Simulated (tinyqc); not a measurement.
Inside a calculation. Model: Schottky barrier on an n-type semiconductor, non-linear Poisson equation by Newton steps.

tinyqc, about 0.05 s, one thread, Intel Xeon 2.30GHz (shared host): `OMP_NUM_THREADS=1 python tinyqc.py 2020162 2020163 out.jsonl` Printed values are rounded; ~0 in a residual or rate marks an entry under 1e-11 of the largest of its column.

One dimension, metal at x = 0, donor density C(x) = Nd, uniform. Energies are counted from the electron Fermi level of the semiconductor and the conduction-band edge is Ec = -psi, so n = Nc exp(psi/Vt); holes follow the Fermi level of the metal, at -V, so p = Nv exp((V - psi - Eg)/Vt). Ends: psi(0) = V - phiB and psi = Vt ln(Nd/Nc) deep inside. Boltzmann statistics, full ionisation, no current, no image force in the Poisson equation.

Values chosen for this exercise; band and dielectric values close to those of cadmium telluride: temperature T = 300 K; band gap Eg = 1.5 eV; relative permittivity eps_r = 10.1; conduction-band density of states at T Nc = 8.07e17 cm^-3; valence-band density of states at T Nv = 1.8e19 cm^-3; donor density deep in the semiconductor Nd = 3.3e16 cm^-3; barrier height phiB = 0.62 eV; bias of the metal against the semiconductor V = 0 V.

Constants: q = 1.602176634e-19 C, kB = 1.380649e-23 J/K, Vt = kB T/q, eps0 = 8.8541878128e-14 F/cm where lengths are in cm. Results are converted to the units shown.

## End potentials, built-in voltage, Debye length

psi_0 = V - phiB, psi_b = Vt ln(Nd/Nc), Vbi = phiB - Vt ln(Nc/Nd), LD = sqrt(eps0 eps_r Vt/(q Nd)), W = sqrt(2 eps0 eps_r (Vbi - V)/(q Nd)), hole density at the metal p_0 = Nv exp((phiB - Eg)/Vt).

psi_0 = -0.62 V
psi_b = -0.0826441 V
Vbi = 0.537356 V
LD = 20.9108 nm
W for uniform Nd = 134.825 nm
p_0 = 29643.1 cm^-3

The hole density at the metal is 9.0e-13 times Nd, so holes hardly matter.

## Doping on the mesh

x, node 0 to 13 (nm): 0  13  27.5  43.8  62  82.4  105  131  159  191  227  267  312  362

C = Nd, uniform, taken at the nodes.

donor density C, node 0 to 13 (cm^-3): 3.3e16  3.3e16  3.3e16  3.3e16  3.3e16  3.3e16  3.3e16  3.3e16  3.3e16  3.3e16  3.3e16  3.3e16  3.3e16  3.3e16

## Couplings between neighbouring nodes

a_i = eps0 eps_r/h_i for the interval from node i to i + 1, with h_i = x_(i+1) - x_i in cm.

coupling a_i, interval 0 to 12 (F/cm^2): 6.87902e-7  6.16740e-7  5.48634e-7  4.91359e-7  4.38369e-7  3.95696e-7  3.43951e-7  3.19383e-7  2.79460e-7  2.48409e-7  2.23568e-7  1.98727e-7  1.78855e-7

## Starting potential

The parabola psi_b - (psi_b - psi_0)(1 - x/W)^2 for x < W and psi_b beyond, with psi_0 = V - phiB, psi_b = Vt ln(Nd/Nc), W = sqrt(2 eps0 eps_r (psi_b - psi_0)/(q Nd)).

psi at the start, node 0 to 13 (V): -0.620000  -0.521370  -0.423148  -0.327574  -0.239420  -0.163888  -0.108939  -0.083076  -0.082644  -0.082644  -0.082644  -0.082644  -0.082644  -0.082644

## Iteration 1: densities, residual and Jacobian diagonal

n_i = Nc exp(psi_i/Vt), p_i = Nv exp((V - psi_i - Eg)/Vt), rho_i = p_i - n_i + C_i, g_i = (n_i + p_i)/Vt. Box widths w_i = (h_(i-1) + h_i)/2 in cm. Residual F_i = a_i (psi_(i+1) - psi_i) - a_(i-1) (psi_i - psi_(i-1)) + q rho_i w_i; Jacobian: a_(i-1) and a_i beside the diagonal, b_i = -a_(i-1) - a_i - q g_i w_i on it. The two end nodes are fixed.

```
node	n (cm^-3)	p (cm^-3)
0	3.09979e7	29643.1
1	1.40681e9	653.159
2	6.28491e10	14.6203
3	2.53443e12	0.362556
4	7.66996e13	0.0119801
5	1.42452e15	6.45040e-4
6	1.19338e16	7.69974e-5
7	3.24526e16	2.83143e-5
8	3.3e16	2.78446e-5
9	3.3e16	2.78446e-5
10	3.3e16	2.78446e-5
11	3.3e16	2.78446e-5
12	3.3e16	2.78446e-5
13	3.3e16	2.78446e-5
```

```
node	residual F (C/cm^2)	diagonal b (F/cm^2)
1	-3.09920e-16	-1.30464e-6
2	-1.55071e-14	-1.16537e-6
3	-7.00453e-13	-1.04002e-6
4	-2.37171e-11	-9.30645e-7
5	-4.90702e-10	-8.53046e-7
6	-4.64618e-9	-9.19369e-7
7	-8.52055e-9	-1.20637e-6
8	-1.38099e-10	-1.21240e-6
9	~0	-1.22323e-6
10	~0	-1.24914e-6
11	~0	-1.29149e-6
12	~0	-1.34904e-6
```

## Iteration 1: Newton step

Solve the tridiagonal system a_(i-1) d_(i-1) + b_i d_i + a_i d_(i+1) = -F_i for nodes 1 to 12, with d = 0 on fixed nodes. Each component d is damped to sign(d) Vt ln(1 + |d|/Vt) before it is added.

Newton step d, before damping, node 1 to 12 (V): -0.0019349  -0.0040932  -0.0065193  -0.0092271  -0.0122275  -0.0148978  -0.0122462  -0.0035341  -0.0008426  -0.0001730  -0.0000306  -0.0000045
psi after iteration 1, node 0 to 13 (V): -0.620000  -0.523236  -0.426948  -0.333387  -0.247311  -0.173901  -0.120703  -0.093101  -0.085957  -0.083473  -0.082817  -0.082675  -0.082649  -0.082644

## Iteration 2: densities, residual and Jacobian diagonal

As before.

```
node	n (cm^-3)	p (cm^-3)
0	3.09979e7	29643.1
1	1.30885e9	702.046
2	5.42583e10	16.9351
3	2.02402e12	0.453984
4	5.65248e13	0.0162561
5	9.67101e14	9.50130e-4
6	7.57090e15	1.21369e-4
7	2.20212e16	4.17268e-5
8	2.90312e16	3.16512e-5
9	3.19584e16	2.87521e-5
10	3.27806e16	2.80310e-5
11	3.29609e16	2.78776e-5
12	3.29942e16	2.78495e-5
13	3.3e16	2.78446e-5
```

```
node	residual F (C/cm^2)	diagonal b (F/cm^2)
1	9.09677e-11	-1.30464e-6
2	8.76898e-11	-1.16537e-6
3	8.39104e-11	-1.04001e-6
4	7.29057e-11	-9.30404e-7
5	-9.63883e-11	-8.46951e-7
6	-1.65595e-9	-8.53664e-7
7	-2.46253e-9	-1.03182e-6
8	3.19730e-10	-1.13861e-6
9	3.64829e-11	-1.20128e-6
10	2.17612e-12	-1.24398e-6
11	8.97623e-14	-1.29047e-6
12	2.69296e-15	-1.34887e-6
```

## Iteration 2: Newton step

As before.

Newton step d, before damping, node 1 to 12 (in units of 1e-3 V): -0.41215  -1.01936  -1.86177  -2.97324  -4.38996  -5.85883  -4.67634  -1.08793  -0.23225  -0.04608  -0.00810  -0.00119
psi after iteration 2, node 0 to 13 (V): -0.620000  -0.523645  -0.427948  -0.335185  -0.250125  -0.177955  -0.125984  -0.097400  -0.087022  -0.083704  -0.082863  -0.082683  -0.082650  -0.082644

## Course of the Newton iteration

Stop when the largest undamped |d| is below 1e-9 V, or after 80 iterations.

Course of the iteration:
```
iteration	largest |F| (C/cm^2)	largest |d| (V)	at node
1	8.52e-9	0.0149	6
2	2.46e-9	5.86e-3	6
3	3.09e-10	9.13e-4	6
4	8.79e-12	2.25e-5	6
5	6.44e-15	1.35e-8	6
6	2.63e-21	4.63e-15	6
```

Converged in 6 iterations. Once the step is below 0.1 Vt, 3 more iteration(s) reach the threshold: near the solution the error is roughly squared each time.

## Converged densities, field and barrier lowering

converged psi, node 0 to 13 (V): -0.620000  -0.523691  -0.428058  -0.335393  -0.250488  -0.178562  -0.126904  -0.098085  -0.087150  -0.083732  -0.082868  -0.082684  -0.082650  -0.082644

n and p as above; E_i = -(psi_(i+1) - psi_i)/h_i; at the metal |E_0| = |E on interval 0| + q rho_0 (h_0/2)/(eps0 eps_r), rho_0 = p_0 - n_0 + C_0; image-force lowering dphi = sqrt(q |E_0|/(4 pi eps0 eps_r)).

```
node	n (cm^-3)	p (cm^-3)
0	3.09979e7	29643.1
1	1.28602e9	714.509
2	5.19783e10	17.6780
3	1.87291e12	0.490612
4	4.99879e13	0.0183819
5	8.07551e14	0.00113785
6	5.95646e15	1.54265e-4
7	1.81599e16	5.05988e-5
8	2.77214e16	3.31467e-5
9	3.16402e16	2.90412e-5
10	3.27153e16	2.80870e-5
11	3.29494e16	2.78874e-5
12	3.29925e16	2.78509e-5
13	3.3e16	2.78446e-5
```

field E, interval 0 to 12 (kV/cm): -74.0836  -65.9543  -56.8494  -46.6513  -35.2579  -22.8576  -11.0840  -3.9054  -1.0682  -0.2399  -0.0461  -0.0075  -0.0012
|E_0| at the metal = 77.9266 kV/cm
image-force lowering = 33.3317 mV

A mesh of about 1000 nodes or more gives |E_0| = 77.77 kV/cm; the 14-node value is 0.20 % above it.

## Check against the first integral

First integral for uniform doping: E_0^2 = (2 q/(eps0 eps_r)) [Nd (U - Vt + Vt exp(-U/Vt)) + Vt p_0], U = Vbi - V, Vbi = phiB - Vt ln(Nc/Nd), p_0 = Nv exp((phiB - Eg)/Vt) (deep holes neglected). Image-force lowering dphi = sqrt(q E_0/(4 pi eps0 eps_r)), at x_m = sqrt(q/(16 pi eps0 eps_r E_0)). Depletion approximation: E = sqrt(2 q Nd U/(eps0 eps_r)).

E_0 = 77.7708 kV/cm
dphi = 33.2984 mV
x_m = 2.14080 nm
field in the depletion approximation = 79.7119 kV/cm

The depletion approximation is 2.5 % above the exact field. The lowering is 1.3 Vt, a factor of 3.63 in a thermionic current.
